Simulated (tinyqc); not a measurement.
Inside a calculation. Method: sp3 tight binding, zinc-blende lattice. Computed by tinyqc, a small Python program that keeps every step. Command: `OMP_NUM_THREADS=1 python tinyqc.py 25264 25265 out.jsonl` (the two numbers bound the seeds that draw the settings). One thread of a shared host (Intel(R) Xeon(R) Processor @ 2.60GHz), about 0.01 s of CPU time with the checks.

## Bloch Hamiltonian at k

Parameters chosen for this model: zinc-blende lattice, anion at 0, cation at a/4 (1,1,1); V = eta hbar^2 / (m d^2), hbar^2/m = 7.619964 eV angstrom^2:
```
parameter          value      unit
a               4.450000  angstrom
d               1.926907  angstrom
Es anion      -18.180000        eV
Ep anion       -8.230000        eV
Es cation     -10.060000        eV
Ep cation      -3.990000        eV
eta ss         -1.360000
eta sp          1.680000
eta pp sigma    2.850000
eta pp pi      -0.810000
V ss           -2.791069        eV
V sp            3.447791        eV
V pp sigma      5.848931        eV
V pp pi        -1.662328        eV
```

k point k (2 pi / a): -0.1000  -0.0600  -0.7600

Slater-Koster rules over the four bonds with direction cosines (l, m, n): ss V_ss; s-px l V_sp; px-s -l V_sp; px-px l^2 V_pps + (1 - l^2) V_ppp; px-py l m (V_pps - V_ppp); each times exp(i k.d).

H(k) at k (eV), lower triangle (Hermitian):
```
                  a s             a px             a py             a pz
a s          -18.1800
a px           0.0000          -8.2300
a py           0.0000           0.0000          -8.2300
a pz           0.0000           0.0000           0.0000          -8.2300
c s   -4.0412+0.1528i   0.6881-0.4565i   1.1530-0.2724i   0.0432-7.2796i
c px  -0.6881+0.4565i   1.2183-0.0461i  -0.0543+9.1563i  -1.4502+0.3427i
c py  -1.1530+0.2724i  -0.0543+9.1563i   1.2183-0.0461i  -0.8655+0.5742i
c pz  -0.0432+7.2796i  -1.4502+0.3427i  -0.8655+0.5742i   1.2183-0.0461i

           c s     c px     c py     c pz
c s   -10.0600
c px    0.0000  -3.9900
c py    0.0000   0.0000  -3.9900
c pz    0.0000   0.0000   0.0000  -3.9900
```

## Levels at k

Diagonalise the Hermitian matrix.

eigenvalues (eV): -22.7474  -16.2491  -15.6806  -15.4448  -1.3287  -0.5471  3.4343  3.6634

weights |c|^2 of the basis functions:
```
      band 1  band 2  band 3  band 4  band 5  band 6  band 7  band 8
a s   0.7339  0.0494  0.0025  0.0355  0.0065  0.1707  0.0001  0.0015
a px  0.0002  0.1814  0.1676  0.2594  0.0050  0.0010  0.2036  0.1818
a py  0.0001  0.1207  0.4240  0.0611  0.0132  0.0024  0.1848  0.1937
a pz  0.0248  0.2077  0.0136  0.2238  0.5034  0.0116  0.0004  0.0146
c s   0.1324  0.2324  0.0137  0.1618  0.4042  0.0527  0.0001  0.0025
c px  0.0017  0.0733  0.2376  0.0754  0.0000  0.0100  0.3207  0.2815
c py  0.0020  0.1191  0.1371  0.1260  0.0003  0.0240  0.2896  0.3019
c pz  0.1049  0.0160  0.0039  0.0569  0.0674  0.7276  0.0007  0.0226
```

## Bloch Hamiltonian at X

k point X (2 pi / a): 1  0  0

As before.

H(k) at X (eV), lower triangle (Hermitian):
```
                 a s            a px             a py             a pz
a s         -18.1800
a px          0.0000         -8.2300
a py          0.0000          0.0000          -8.2300
a pz          0.0000          0.0000           0.0000          -8.2300
c s           0.0000  0.0000+7.9623i           0.0000           0.0000
c px  0.0000-7.9623i          0.0000           0.0000           0.0000
c py          0.0000          0.0000           0.0000  0.0000-10.0150i
c pz          0.0000          0.0000  0.0000-10.0150i           0.0000

           c s     c px     c py     c pz
c s   -10.0600
c px    0.0000  -3.9900
c py    0.0000   0.0000  -3.9900
c pz    0.0000   0.0000   0.0000  -3.9900
```

## Levels at X

As before.

eigenvalues (eV): -21.7498  -17.1597  -16.3469  -16.3469  -1.1303  -0.4202  4.1269  4.1269

## Bands along a path

The same steps at evenly spaced points between the labelled ones.

Bands along the path (eV):
```
k           band 1    band 2    band 3    band 4   band 5   band 6   band 7   band 8
L         -23.0681  -18.5480  -13.1282  -13.1282  -3.2883   0.9082   0.9082   4.4445
L-G 0.25  -23.7654  -17.3328  -12.7703  -12.7703  -3.1319   0.5503   0.5503   3.7702
L-G 0.50  -24.8887  -14.7085  -11.8143  -11.8143  -2.7619  -0.4057  -0.4057   1.8991
L-G 0.75  -25.7067  -11.7396  -10.6618  -10.6618  -2.4013  -1.5582  -1.5582  -0.6123
G         -25.9996  -10.0877  -10.0877  -10.0877  -2.2404  -2.1323  -2.1323  -2.1323
G-X 0.25  -25.6063  -11.4814  -11.4814  -11.0182  -2.2187  -1.6168  -0.7386  -0.7386
G-X 0.50  -24.4779  -13.8759  -13.8759  -13.2180  -1.8458  -0.9183   1.6559   1.6559
G-X 0.75  -22.8481  -15.7314  -15.6894  -15.6894  -1.3698  -0.5107   3.4694   3.4694
X         -21.7498  -17.1597  -16.3469  -16.3469  -1.1303  -0.4202   4.1269   4.1269
X-W 0.25  -21.7498  -17.1597  -16.3469  -16.3469  -1.1303  -0.4202   4.1269   4.1269
X-W 0.50  -21.7498  -17.1597  -16.3469  -16.3469  -1.1303  -0.4202   4.1269   4.1269
X-W 0.75  -21.7498  -17.1597  -16.3469  -16.3469  -1.1303  -0.4202   4.1269   4.1269
W         -21.7498  -17.1597  -16.3469  -16.3469  -1.1303  -0.4202   4.1269   4.1269
```

With 4 band(s) filled, the highest filled level on these points lies at G and the lowest empty one at L: a gap of 6.7994 eV, indirect.
